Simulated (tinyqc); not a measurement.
UHF in the 6-31g basis, for H2, spin multiplicity 1, step by step. Computed by tinyqc, a small Python program that keeps every step (integrals from PySCF). Settings: charge = 0, multiplicity = 1, basis = 6-31g, energy threshold = 1e-10, iteration cap = 89, orthogonalisation = canonical, start = core, DIIS depth = 6, damping = 0.2, method = UHF, break = 0.2. Command: `OMP_NUM_THREADS=1 python tinyqc.py 22683 22684 out.jsonl` (the two numbers bound the seeds that draw the settings). One thread of a shared host (Intel(R) Xeon(R) Processor @ 2.60GHz), about 0.07 s of CPU time with the checks. Later iterations appear only in the table of the cycle.

## One-electron integrals

Geometry (angstrom):

| atom | x | y | z |
|---|---|---|---|
| H | 0.000000 | 0.000000 | 0.000000 |
| H | 0.000000 | 0.000000 | 0.961000 |

Basis 6-31g: exponents (1/bohr^2) and contraction coefficients of normalised primitives:

| element | l (shell) | exponent | coefficient |
|---|---|---|---|
| H | s (1) | 18.731137 | 0.033495 |
| H | s (1) | 2.825394 | 0.234727 |
| H | s (1) | 0.640122 | 0.813757 |
| H | s (2) | 0.161278 | 1.000000 |

Overlap, kinetic and nuclear-attraction integrals over the contracted functions; the nuclear repulsion is the sum of Za Zb / Rab.

nuclear repulsion = 0.55065266 hartree

overlap S:
```
          1H 1s     1H 2s     2H 1s     2H 2s
1H 1s  1.000000  0.658292  0.279205  0.426755
1H 2s  0.658292  1.000000  0.426755  0.766483
2H 1s  0.279205  0.426755  1.000000  0.658292
2H 2s  0.426755  0.766483  0.658292  1.000000
```

kinetic energy T (hartree):
```
          1H 1s     1H 2s     2H 1s     2H 2s
1H 1s  1.395678  0.259735  0.049019  0.119438
1H 2s  0.259735  0.241917  0.119438  0.152550
2H 1s  0.049019  0.119438  1.395678  0.259735
2H 2s  0.119438  0.152550  0.259735  0.241917
```

nuclear attraction V (hartree):
```
           1H 1s      1H 2s      2H 1s      2H 2s
1H 1s  -2.202548  -1.097884  -0.561022  -0.735449
1H 2s  -1.097884  -1.111840  -0.735449  -0.901845
2H 1s  -0.561022  -0.735449  -2.202548  -1.097884
2H 2s  -0.735449  -0.901845  -1.097884  -1.111840
```

core Hamiltonian H = T + V (hartree):
```
           1H 1s      1H 2s      2H 1s      2H 2s
1H 1s  -0.806870  -0.838149  -0.512003  -0.616011
1H 2s  -0.838149  -0.869923  -0.616011  -0.749295
2H 1s  -0.512003  -0.616011  -0.806870  -0.838149
2H 2s  -0.616011  -0.749295  -0.838149  -0.869923
```

## Two-electron integrals

Functions are numbered as in S; the eight-fold symmetry (ij|kl) = (ji|kl) = (kl|ij) leaves the list below.

Two-electron integrals (ij|kl) in chemists' order, unique and non-zero (hartree):
```
(11|11) 1.076566   (21|11) 0.578470   (21|21) 0.329423   (22|11) 0.587396
(22|21) 0.361304   (22|22) 0.453150   (31|11) 0.229976   (31|21) 0.133554
(31|22) 0.150263   (31|31) 0.072980   (32|11) 0.254473   (32|21) 0.157826
(32|22) 0.198805   (32|31) 0.093172   (32|32) 0.137346   (33|11) 0.538084
(33|21) 0.342933   (33|22) 0.450583   (33|31) 0.229976   (33|32) 0.365785
(33|33) 1.076566   (41|11) 0.365785   (41|21) 0.209504   (41|22) 0.231877
(41|31) 0.093172   (41|32) 0.113180   (41|33) 0.254473   (41|41) 0.137346
(42|11) 0.418729   (42|21) 0.259862   (42|22) 0.332532   (42|31) 0.123365
(42|32) 0.174581   (42|33) 0.418729   (42|41) 0.174581   (42|42) 0.266224
(43|11) 0.342933   (43|21) 0.217133   (43|22) 0.285593   (43|31) 0.133554
(43|32) 0.209504   (43|33) 0.578470   (43|41) 0.157826   (43|42) 0.259862
(43|43) 0.329423   (44|11) 0.450583   (44|21) 0.285593   (44|22) 0.384159
(44|31) 0.150263   (44|32) 0.231877   (44|33) 0.587396   (44|41) 0.198805
(44|42) 0.332532   (44|43) 0.361304   (44|44) 0.453150
```

## Orthogonalisation

S = U s U^T; canonical form X = U s^(-1/2), so that X^T S X = 1. Each column of U has its largest component positive (the first on a tie).

eigenvalues of S: 0.141047  0.410780  0.813265  2.634908

X:
```
               1          2          3         4
1H 1s  -0.698311   0.861356   0.728171  0.272200
1H 2s   1.748506  -0.689393   0.290814  0.340098
2H 1s   0.698311   0.861356  -0.728171  0.272200
2H 2s  -1.748506  -0.689393  -0.290814  0.340098
```

## Starting guess

The start is the orbitals of the core Hamiltonian, with HOMO and LUMO mixed by +/-0.2 rad for the two spins; D(s) = C_occ C_occ^T for each spin.

D(alpha) at the start:
```
          1H 1s     1H 2s     2H 1s     2H 2s
1H 1s  0.220524  0.195634  0.145992  0.018812
1H 2s  0.195634  0.173553  0.129514  0.016688
2H 1s  0.145992  0.129514  0.096650  0.012454
2H 2s  0.018812  0.016688  0.012454  0.001605
```

D(beta) at the start:
```
          1H 1s     1H 2s     2H 1s     2H 2s
1H 1s  0.096650  0.012454  0.145992  0.129514
1H 2s  0.012454  0.001605  0.018812  0.016688
2H 1s  0.145992  0.018812  0.220524  0.195634
2H 2s  0.129514  0.016688  0.195634  0.173553
```

## Iteration 1: building the Fock matrix

J_ij = sum D_kl (ij|kl) with D = D(alpha) + D(beta), K_ij = sum D_kl (ik|jl) for each spin; F = H + J - K(s); E = tr D H + tr D J / 2 - 0.5 sum_s tr D(s) K(s) + E_nn.

Coulomb J (hartree):
```
          1H 1s     1H 2s     2H 1s     2H 2s
1H 1s  1.423650  0.837324  0.415819  0.565423
1H 2s  0.837324  0.982813  0.565423  0.791799
2H 1s  0.415819  0.565423  1.423650  0.837324
2H 2s  0.565423  0.791799  0.837324  0.982813
```

exchange K(alpha) (hartree):
```
          1H 1s     1H 2s     2H 1s     2H 2s
1H 1s  0.653010  0.498439  0.340738  0.392238
1H 2s  0.498439  0.429162  0.321720  0.354352
2H 1s  0.340738  0.321720  0.369288  0.317045
2H 2s  0.392238  0.354352  0.317045  0.318338
```

exchange K(beta) (hartree):
```
          1H 1s     1H 2s     2H 1s     2H 2s
1H 1s  0.369288  0.317045  0.340738  0.321720
1H 2s  0.317045  0.318338  0.392238  0.354352
2H 1s  0.340738  0.392238  0.653010  0.498439
2H 2s  0.321720  0.354352  0.498439  0.429162
```

F(alpha) (hartree):
```
           1H 1s      1H 2s      2H 1s      2H 2s
1H 1s  -0.036229  -0.499264  -0.436922  -0.442826
1H 2s  -0.499264  -0.316273  -0.372308  -0.311848
2H 1s  -0.436922  -0.372308   0.247492  -0.317870
2H 2s  -0.442826  -0.311848  -0.317870  -0.205449
```

F(beta) (hartree):
```
           1H 1s      1H 2s      2H 1s      2H 2s
1H 1s   0.247492  -0.317870  -0.436922  -0.372308
1H 2s  -0.317870  -0.205449  -0.442826  -0.311848
2H 1s  -0.436922  -0.442826  -0.036229  -0.499264
2H 2s  -0.372308  -0.311848  -0.499264  -0.316273
```

total energy of this density = -1.05733544 hartree

This density is the starting one.

## Iteration 1: diagonalisation and new density

Diagonalise F' = X^T F X, C = X C', fill 1 alpha and 1 beta electrons from the bottom; D(s) = C_occ C_occ^T; the new density keeps 0.2 of the old one (damping). Each column has its largest component positive (the first on a tie).

F' = X^T F X (alpha) (hartree):
```
           1          2          3          4
1   0.845789   0.015984  -0.502052  -0.004916
2   0.015984   0.902558  -0.057050  -0.058659
3  -0.502052  -0.057050   0.583137  -0.138360
4  -0.004916  -0.058659  -0.138360  -0.483794
```

orbital energies (alpha) (hartree): MO1 -0.508651, MO2 0.212605, MO3 0.900555, MO4 1.243181

coefficients C (alpha):
```
            MO1        MO2        MO3        MO4
1H 1s  0.378847  -0.123799   0.963264   0.864390
1H 2s  0.453803  -1.214461  -0.909732  -1.106486
2H 1s  0.237510   0.149272   0.716325  -1.114488
2H 2s  0.152009   1.373860  -0.485950   1.259377
```

F' = X^T F X (beta) (hartree):
```
           1          2          3          4
1   0.845789  -0.015984  -0.502052   0.004916
2  -0.015984   0.902558   0.057050  -0.058659
3  -0.502052   0.057050   0.583137   0.138360
4   0.004916  -0.058659   0.138360  -0.483794
```

orbital energies (beta) (hartree): MO1 -0.508651, MO2 0.212605, MO3 0.900555, MO4 1.243181

coefficients C (beta):
```
            MO1        MO2        MO3        MO4
1H 1s  0.237510   0.149272   0.716325  -1.114488
1H 2s  0.152009   1.373860  -0.485950   1.259377
2H 1s  0.378847  -0.123799   0.963264   0.864390
2H 2s  0.453803  -1.214461  -0.909732  -1.106486
```

D(alpha) after iteration 1:
```
          1H 1s     1H 2s     2H 1s     2H 2s
1H 1s  0.158924  0.176664  0.101182  0.049833
1H 2s  0.176664  0.199460  0.112129  0.058523
2H 1s  0.101182  0.112129  0.064459  0.031374
2H 2s  0.049833  0.058523  0.031374  0.018806
```

D(beta) after iteration 1:
```
          1H 1s     1H 2s     2H 1s     2H 2s
1H 1s  0.064459  0.031374  0.101182  0.112129
1H 2s  0.031374  0.018806  0.049833  0.058523
2H 1s  0.101182  0.049833  0.158924  0.176664
2H 2s  0.112129  0.058523  0.176664  0.199460
```

## Iteration 2: building the Fock matrix

As before.

Coulomb J (hartree):
```
          1H 1s     1H 2s     2H 1s     2H 2s
1H 1s  1.362630  0.808302  0.398254  0.545124
1H 2s  0.808302  0.961949  0.545124  0.773832
2H 1s  0.398254  0.545124  1.362630  0.808302
2H 2s  0.545124  0.773832  0.808302  0.961949
```

exchange K(alpha) (hartree):
```
          1H 1s     1H 2s     2H 1s     2H 2s
1H 1s  0.591790  0.476570  0.318337  0.381498
1H 2s  0.476570  0.436555  0.317431  0.367695
2H 1s  0.318337  0.317431  0.350202  0.318100
2H 2s  0.381498  0.367695  0.318100  0.337990
```

exchange K(beta) (hartree):
```
          1H 1s     1H 2s     2H 1s     2H 2s
1H 1s  0.350202  0.318100  0.318337  0.317431
1H 2s  0.318100  0.337990  0.381498  0.367695
2H 1s  0.318337  0.381498  0.591790  0.476570
2H 2s  0.317431  0.367695  0.476570  0.436555
```

F(alpha) (hartree):
```
           1H 1s      1H 2s      2H 1s      2H 2s
1H 1s  -0.036030  -0.506417  -0.432086  -0.452385
1H 2s  -0.506417  -0.344529  -0.388317  -0.343159
2H 1s  -0.432086  -0.388317   0.205559  -0.347947
2H 2s  -0.452385  -0.343159  -0.347947  -0.245965
```

F(beta) (hartree):
```
           1H 1s      1H 2s      2H 1s      2H 2s
1H 1s   0.205559  -0.347947  -0.432086  -0.388317
1H 2s  -0.347947  -0.245965  -0.452385  -0.343159
2H 1s  -0.432086  -0.452385  -0.036030  -0.506417
2H 2s  -0.388317  -0.343159  -0.506417  -0.344529
```

total energy of this density = -1.08541045 hartree

This density is a damped mixture and is not idempotent.

## Iteration 2: DIIS over 2 matrices

error matrix X^T (FDS - SDF) X (alpha):
```
           1          2          3         4
1   0.000000  -0.002953  -0.000689  0.004478
2   0.002953   0.000000   0.006510  0.046605
3   0.000689  -0.006510   0.000000  0.021788
4  -0.004478  -0.046605  -0.021788  0.000000
```

B (overlaps of the stored error matrices):
```
               1              2
1  8.1042405e-02  2.8421020e-02
2  2.8421020e-02  1.0873315e-02
```

Minimise |sum c_i e_i|^2 with sum c_i = 1: solve [B -1; -1 0][c; lambda] = [0; -1] with B_ij = tr e_i^T e_j summed over both spins, and take F = sum c_i F_i.

DIIS coefficients: -0.500310  1.500310

extrapolated F(alpha) (hartree):
```
           1H 1s      1H 2s      2H 1s      2H 2s
1H 1s  -0.035930  -0.509995  -0.429666  -0.457167
1H 2s  -0.509995  -0.358666  -0.396327  -0.358824
2H 1s  -0.429666  -0.396327   0.184579  -0.362995
2H 2s  -0.457167  -0.358824  -0.362995  -0.266235
```

extrapolated F(beta) (hartree):
```
           1H 1s      1H 2s      2H 1s      2H 2s
1H 1s   0.184579  -0.362995  -0.429666  -0.396327
1H 2s  -0.362995  -0.266235  -0.457167  -0.358824
2H 1s  -0.429666  -0.457167  -0.035930  -0.509995
2H 2s  -0.396327  -0.358824  -0.509995  -0.358666
```

## Iteration 2: diagonalisation and new density

As before.

F' = X^T F X (alpha) (hartree):
```
           1          2          3          4
1   0.822690   0.014230  -0.486251  -0.004697
2   0.014230   0.885073  -0.037022  -0.033638
3  -0.486251  -0.037022   0.534052  -0.111141
4  -0.004697  -0.033638  -0.111141  -0.527603
```

orbital energies (alpha) (hartree): MO1 -0.542694, MO2 0.182586, MO3 0.882998, MO4 1.191322

coefficients C (alpha):
```
            MO1        MO2        MO3        MO4
1H 1s  0.349717  -0.142314   0.948590   0.889674
1H 2s  0.438273  -1.216878  -0.856019  -1.152012
2H 1s  0.234594   0.172165   0.748947  -1.090093
2H 2s  0.199629   1.336629  -0.532359   1.273947
```

F' = X^T F X (beta) (hartree):
```
           1          2          3          4
1   0.822690  -0.014230  -0.486251   0.004697
2  -0.014230   0.885073   0.037022  -0.033638
3  -0.486251   0.037022   0.534052   0.111141
4   0.004697  -0.033638   0.111141  -0.527603
```

orbital energies (beta) (hartree): MO1 -0.542694, MO2 0.182586, MO3 0.882998, MO4 1.191322

coefficients C (beta):
```
            MO1        MO2        MO3        MO4
1H 1s  0.234594   0.172165   0.748947  -1.090093
1H 2s  0.199629   1.336629  -0.532359   1.273947
2H 1s  0.349717  -0.142314   0.948590   0.889674
2H 2s  0.438273  -1.216878  -0.856019  -1.152012
```

D(alpha) after iteration 2:
```
          1H 1s     1H 2s     2H 1s     2H 2s
1H 1s  0.129627  0.157950  0.085870  0.065817
1H 2s  0.157950  0.193558  0.104679  0.081698
2H 1s  0.085870  0.104679  0.056919  0.043740
2H 2s  0.065817  0.081698  0.043740  0.035643
```

D(beta) after iteration 2:
```
          1H 1s     1H 2s     2H 1s     2H 2s
1H 1s  0.056919  0.043740  0.085870  0.104679
1H 2s  0.043740  0.035643  0.065817  0.081698
2H 1s  0.085870  0.065817  0.129627  0.157950
2H 2s  0.104679  0.081698  0.157950  0.193558
```

## Iteration 17 (converged): orbitals

converged F(alpha) (hartree):
```
           1H 1s      1H 2s      2H 1s      2H 2s
1H 1s   0.072844  -0.440311  -0.437332  -0.433399
1H 2s  -0.440311  -0.318128  -0.433399  -0.365824
2H 1s  -0.437332  -0.433399   0.072844  -0.440311
2H 2s  -0.433399  -0.365824  -0.440311  -0.318128
```

converged F(beta) (hartree):
```
           1H 1s      1H 2s      2H 1s      2H 2s
1H 1s   0.072844  -0.440311  -0.437332  -0.433399
1H 2s  -0.440311  -0.318128  -0.433399  -0.365824
2H 1s  -0.437332  -0.433399   0.072844  -0.440311
2H 2s  -0.433399  -0.365824  -0.440311  -0.318128
```

Diagonalise F' = X^T F X, C = X C', fill 1 alpha and 1 beta electrons from the bottom; D(s) = C_occ C_occ^T. Each column has its largest component positive (the first on a tie).

F' = X^T F X (alpha) (hartree):
```
           1          2          3          4
1   0.822958   0.000000  -0.485125   0.000000
2   0.000000   0.884315   0.000000  -0.034186
3  -0.485125   0.000000   0.543238   0.000000
4   0.000000  -0.034186   0.000000  -0.535768
```

orbital energies (alpha) (hartree): MO1 -0.536590, MO2 0.178215, MO3 0.885138, MO4 1.187981

coefficients C (alpha):
```
            MO1        MO2        MO3        MO4
1H 1s  0.292839   0.162003   0.854560  -0.995804
1H 2s  0.323418   1.283656  -0.697374   1.222324
2H 1s  0.292839  -0.162003   0.854560   0.995804
2H 2s  0.323418  -1.283656  -0.697374  -1.222324
```

F' = X^T F X (beta) (hartree):
```
           1          2          3          4
1   0.822958   0.000000  -0.485125   0.000000
2   0.000000   0.884315   0.000000  -0.034186
3  -0.485125   0.000000   0.543238   0.000000
4   0.000000  -0.034186   0.000000  -0.535768
```

orbital energies (beta) (hartree): MO1 -0.536590, MO2 0.178215, MO3 0.885138, MO4 1.187981

coefficients C (beta):
```
            MO1        MO2        MO3        MO4
1H 1s  0.292839   0.162003   0.854560  -0.995804
1H 2s  0.323418   1.283656  -0.697374   1.222324
2H 1s  0.292839  -0.162003   0.854560   0.995804
2H 2s  0.323418  -1.283656  -0.697374  -1.222324
```

D(alpha) after iteration 17:
```
          1H 1s     1H 2s     2H 1s     2H 2s
1H 1s  0.085755  0.094710  0.085755  0.094710
1H 2s  0.094710  0.104599  0.094710  0.104599
2H 1s  0.085755  0.094710  0.085755  0.094710
2H 2s  0.094710  0.104599  0.094710  0.104599
```

D(beta) after iteration 17:
```
          1H 1s     1H 2s     2H 1s     2H 2s
1H 1s  0.085755  0.094710  0.085755  0.094710
1H 2s  0.094710  0.104599  0.094710  0.104599
2H 1s  0.085755  0.094710  0.085755  0.094710
2H 2s  0.094710  0.104599  0.094710  0.104599
```

## Convergence

Stop when the energy changes by less than 1e-10 hartree and every element of the error matrix X^T (F D S - S D F) X (for each spin) is below 3e-06.

Course of the cycle:

| iteration | E (hartree) | change | largest element of the error matrix |
|---|---|---|---|
| 1 | -1.05733544 | - | 1.38e-01 |
| 2 | -1.08541045 | -2.81e-02 | 4.66e-02 |
| 3 | -1.09444485 | -9.03e-03 | 1.90e-02 |
| 4 | -1.09744744 | -3.00e-03 | 6.71e-03 |
| 5 | -1.10041995 | -2.97e-03 | 1.80e-03 |
| 6 | -1.10145156 | -1.03e-03 | 2.54e-04 |
| 7 | -1.10170350 | -2.52e-04 | 3.06e-05 |
| 8 | -1.10175478 | -5.13e-05 | 7.91e-06 |
| 9 | -1.10176505 | -1.03e-05 | 1.58e-06 |
| 10 | -1.10176710 | -2.05e-06 | 3.15e-07 |
| 11 | -1.10176751 | -4.11e-07 | 6.31e-08 |
| 12 | -1.10176759 | -8.21e-08 | 1.26e-08 |
| 13 | -1.10176761 | -1.64e-08 | 2.52e-09 |
| 14 | -1.10176761 | -3.29e-09 | 5.05e-10 |
| 15 | -1.10176761 | -6.57e-10 | 1.01e-10 |
| 16 | -1.10176761 | -1.31e-10 | 2.02e-11 |
| 17 | -1.10176761 | -2.63e-11 | 4.04e-12 |

PySCF UHF in the same basis, after a stability check = -1.10176761 hartree

Converged in 17 iterations.

## Populations, bond orders and dipole

Mulliken: Z minus the diagonal of D S on the atom; Loewdin: the same with S^(1/2) D S^(1/2); Mayer order: 2 sum_s sum (D(s) S)_ij (D(s) S)_ji over the two atoms.

Charges (e):

| atom | Mulliken | Loewdin | Mulliken spin |
|---|---|---|---|
| 1H | 0 | 0 | 6.39e-11 |
| 2H | 0 | 0 | -6.39e-11 |

Mayer bond orders:

| pair | order |
|---|---|
| 2-1 | 1.000000 |

dipole moment about the origin, x y z (debye): 0.000000  0.000000  0.000000

<S^2> of the determinant (pure state: 0) = 0.000000
